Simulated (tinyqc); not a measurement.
From resistivity rho back to bulk mean free path lambda: size effects in the resistivity of thin metal films and interconnect lines. Computed by tinyqc, a small Python program. Command: `OMP_NUM_THREADS=1 python tinyqc.py 3001485 3001486 out.jsonl size inv`. One thread of a shared host (Intel(R) Xeon(R) Processor @ 2.30GHz), about 0.02 s of CPU time with the checks.

Electrons lose their drift at surfaces (a share 1 - p of the hits) and at grain boundaries (reflection R), besides bulk scattering. The line sits in a trench with a non-conducting liner on both walls and the bottom; the spacing equals the drawn width.

Inputs (values chosen for the exercise, modelled on nickel):

| quantity | value | unit |
|---|---|---|
| bulk resistivity rho_b | 6.9 | microohm cm |
| specularity p | 0.42 | - |
| grain-boundary reflection R | 0.44 | - |
| drawn line width w | 77 | nm |
| grain size over metal width | 0.95 | - |
| aspect ratio (height over width) | 1.6 | - |
| liner thickness t | 1 | nm |
| line length | 15 | micrometre |
| permittivity of the dielectric k | 2.5 | - |

Geometry: line.

Constants: eps_0 = 8.8541878128e-12 F/m.

Method:
- Metal width w_m = w - 2t, height h_m = (aspect ratio) w - t, grain size D = (ratio) w_m.
- Mayadas-Shatzkes: alpha = (lambda/D) R/(1 - R); rho_b/rho = 1 - 3 alpha/2 + 3 alpha^2 - 3 alpha^3 ln(1 + 1/alpha).
- Fuchs-Sondheimer film: rho_b/rho = 1 - (3/(2 kappa))(1 - p) int_0^1 (s - s^3)(1 - exp(-kappa/s))/(1 - p exp(-kappa/s)) ds, f = rho/rho_b, kappa = thickness/lambda, 80 Gauss-Legendre points.
- Line: the excess of a film of thickness w_m and of a film of thickness h_m are added, rho/rho_b = 1 + (f(w_m) - 1) + (f(h_m) - 1), an estimate that holds best when both sides exceed lambda.
- Total: rho = rho_b [1 + surface excess + grain excess]; resistance per length rho/(w_m h_m); capacitance per length C = 2 k eps_0 (aspect ratio + 1/2), a parallel-plate estimate for two neighbours plus a fixed term for the planes above and below; delay 0.38 R C L^2; effective resistivity per drawn area.

Question. A run gave the result below. Find the bulk mean free path lambda, known to lie between 4.9 and 11 nm.

resistivity rho = 7.779314 microohm cm

Answer.

Each step takes the trial c = (a f_b - b f_a)/(f_b - f_a), f being the result less the target and a, b, c the logarithms of the listed values; c replaces end b, the old b replaces a if the sign of f changed, and otherwise f_a is halved.

Scan of the range:

| bulk mean free path lambda (nm) | resistivity rho (microohm cm) |
|---|---|
| 4.90 | 7.60915 |
| 5.61 | 7.71099 |
| 6.42 | 7.82698 |
| 7.34 | 7.95851 |
| 8.40 | 8.10981 |
| 9.61 | 8.28228 |
| 11.00 | 8.48012 |

False position (Illinois rule, in the logarithm of the input) inside the bracket:

| step | end a | end b | trial | resistivity rho (microohm cm) |
|---|---|---|---|---|
| 1 | 5.61000 | 6.42000 | 6.07388 | 7.77744 |
| 2 | 6.42000 | 6.07388 | 6.08666 | 7.77926 |
| 3 | 6.42000 | 6.08666 | 6.08732 | 7.77936 |
| 4 | 6.08666 | 6.08732 | 6.08700 | 7.77931 |

Resistivity rho rises at every point of a 13-point scan of the range (every second point is shown), so one value fits; it is bracketed by 5.61 and 6.42. Answer: bulk mean free path lambda = 6.087 nm.
